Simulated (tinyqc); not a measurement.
# p-n diode with diffusion and depletion-layer recombination, step by step

tinyqc, about 0.01 s, one thread, Intel Xeon 2.30GHz (shared host): `OMP_NUM_THREADS=1 python tinyqc.py 2260061 2260062 out.jsonl` Printed values are rounded.

Abrupt junction in the depletion approximation, low injection, full ionisation, neutral widths fixed, ohmic contact on the p side. Vj is the junction voltage; where a series resistance Rs is given, V = Vj + J Rs is the terminal voltage.

Inputs (values chosen for the exercise); band and dielectric values close to those of silicon:
- T = 300 K (temperature)
- Eg = 1.11 eV (band gap)
- eps_r = 11.5 (relative permittivity)
- Nc = 2.83e19 cm^-3 (conduction-band density of states at T)
- Nv = 2.69e19 cm^-3 (valence-band density of states at T)
- Na = 1.4e16 cm^-3 (acceptor density)
- Nd = 8.6e16 cm^-3 (donor density)
- mun = 1200 cm^2/(V s) (electron mobility in the p side)
- mup = 300 cm^2/(V s) (hole mobility in the n side)
- tn = 6e-6 s (electron lifetime)
- tp = 6e-8 s (hole lifetime)
- wp = 1.7 um (neutral width of the p side)
- wn = 15 um (neutral width of the n side)
- Sp = 1e7 cm/s (recombination velocity at the n contact)
- Rs = 0.00012 ohm cm^2 (series resistance)
- Et = -0.13 eV (trap level above the intrinsic level)
- Vj = 0.58 V (junction voltage at which recombination is evaluated)
- V = 1 V (terminal voltage)

Constants: q = 1.602176634e-19 C, kB = 1.380649e-23 J/K, Vt = kB T/q, eps0 = 8.8541878128e-14 F/cm where lengths are in cm. Results are converted to the units shown.

Range of the model: At the terminal voltage used the injected minority density exceeds a tenth of the lighter doping, so the low-injection formulas overstate the current.

## Diffusion lengths and saturation currents

ni = sqrt(Nc Nv) exp(-Eg/(2 Vt)), Eg in volts; D = mu Vt; Ln = sqrt(Dn tn), Lp = sqrt(Dp tp); J0n = q ni^2 Dn coth(wp/Ln)/(Ln Na); J0p = (q ni^2 Dp/(Lp Nd)) (s + tanh(wn/Lp))/(1 + s tanh(wn/Lp)), s = Sp Lp/Dp.

ni = 1.30972e10 cm^-3
Ln = 136.431 um
Lp = 6.82155 um
J0n = 3.58254e-10 A/cm^2
J0p = 3.72363e-12 A/cm^2

wp/Ln = 0.012 and wn/Lp = 2.2; electrons carry 99.0 % of the diffusion current.

## Recombination in the depleted layer

ni = sqrt(Nc Nv) exp(-Eg/(2 Vt)), Eg in volts. Vbi = Vt ln(Na Nd/ni^2), W = sqrt(2 eps0 eps_r (Vbi - Vj)(1/Na + 1/Nd)/q), xp = W Nd/(Na + Nd), xn = W Na/(Na + Nd); u(x) = q Na (x + xp)^2/(2 eps0 eps_r) for x < 0 and Vbi - Vj - q Nd (xn - x)^2/(2 eps0 eps_r) for x > 0; p = Na exp(-u/Vt), n = Nd exp((u - Vbi + Vj)/Vt); U = ni^2 (exp(Vj/Vt) - 1)/(tp (n + ni exp(Et/Vt)) + tn (p + ni exp(-Et/Vt))); J_scr = q times the integral of U from -xp to xn. Trapezoid rule on 16 equal steps.

W = 139.635 nm

| point | x (nm) | u (V) | n (cm^-3) | p (cm^-3) | U (cm^-3 s^-1) |
|---|---|---|---|---|---|
| 0 | -120.086 | 0.000000 | 6.78895e13 | 1.4e16 | 1.13128e19 |
| 1 | -111.359 | 0.000839 | 7.01286e13 | 1.35530e16 | 1.16858e19 |
| 2 | -102.632 | 0.003356 | 7.72991e13 | 1.22958e16 | 1.28803e19 |
| 3 | -93.905 | 0.007550 | 9.09157e13 | 1.04542e16 | 1.51484e19 |
| 4 | -85.177 | 0.013422 | 1.14101e14 | 8.32993e15 | 1.90097e19 |
| 5 | -76.450 | 0.020973 | 1.52801e14 | 6.22021e15 | 2.54523e19 |
| 6 | -67.723 | 0.030200 | 2.18347e14 | 4.35294e15 | 3.63562e19 |
| 7 | -58.996 | 0.041106 | 3.32932e14 | 2.85480e15 | 5.53852e19 |
| 8 | -50.269 | 0.053690 | 5.41688e14 | 1.75461e15 | 8.99013e19 |
| 9 | -41.541 | 0.067951 | 9.40435e14 | 1.01065e15 | 1.54990e20 |
| 10 | -32.814 | 0.083890 | 1.74218e15 | 5.45553e14 | 2.80382e20 |
| 11 | -24.087 | 0.101507 | 3.44386e15 | 2.75985e14 | 5.07032e20 |
| 12 | -15.360 | 0.120802 | 7.26411e15 | 1.30842e14 | 7.70907e20 |
| 13 | -6.633 | 0.141774 | 1.63495e16 | 5.81334e13 | 7.08356e20 |
| 14 | 2.095 | 0.164079 | 3.87450e16 | 2.45310e13 | 3.82648e20 |
| 15 | 10.822 | 0.179539 | 7.04576e16 | 1.34897e13 | 2.19992e20 |
| 16 | 19.549 | 0.184692 | 8.6e16 | 1.10518e13 | 1.81443e20 |

J_scr = 4.73518e-4 A/cm^2

With 2000 steps J_scr = 4.737e-4 A/cm^2; the coarse value is 0.044 % below it. U is largest at x = -15.4 nm among these points; the peak lies where tp n = tn p. On the fine grid U peaks at 8.042e20 cm^-3 s^-1, and J_scr/(q U_max) is 26.3 % of W, the effective width of the recombining zone.

## Starting value

Vj = V.

Vj at the start = 1 V

## Iteration 1: new Vj

J0 = J0n + J0p = 3.61977e-10 A/cm^2

Diffusion current alone: J = J0 (exp(Vj/Vt) - 1), g = Vj + J Rs - V, g' = 1 + Rs J0 exp(Vj/Vt)/Vt, Vj(new) = Vj - g/g'.

J = 2.28004e7 A/cm^2
g = 2736.05 V
g' = 1.05836e5
Vj after iteration 1 = 0.974148 V

## Iteration 2: new Vj

As before.

J = 8.38787e6 A/cm^2
g = 1006.52 V
g' = 38935.9
Vj after iteration 2 = 0.948298 V

## Iteration 3: new Vj

As before.

J = 3.08588e6 A/cm^2
g = 370.254 V
g' = 14325.1
Vj after iteration 3 = 0.922451 V

## Course of the iteration

Stop when the step is below 1e-10 V, or after 80 iterations.

Course of the iteration:

| iteration | Vj before the step (V) | step (V) |
|---|---|---|
| 1 | 1 | -0.0259 |
| 2 | 0.974148 | -0.0259 |
| 3 | 0.948298 | -0.0258 |
| 4 | 0.922451 | -0.0258 |
| 5 | 0.896619 | -0.0258 |
| 6 | 0.870833 | -0.0256 |
| 7 | 0.845197 | -0.0252 |
| 8 | 0.820023 | -0.0238 |
| 9 | 0.796204 | -0.0202 |
| 10 | 0.775966 | -0.0129 |
| 11 | 0.763102 | -4.12e-3 |
| 12 | 0.758983 | -3.30e-4 |
| 13 | 0.758653 | -1.92e-6 |
| 14 | 0.758651 | -6.45e-11 |

Converged in 14 iterations. In 7 iterations the step is within 3 % of -Vt = -25.9 mV: far above the solution the exponential dominates and a Newton step lowers its exponent by one.
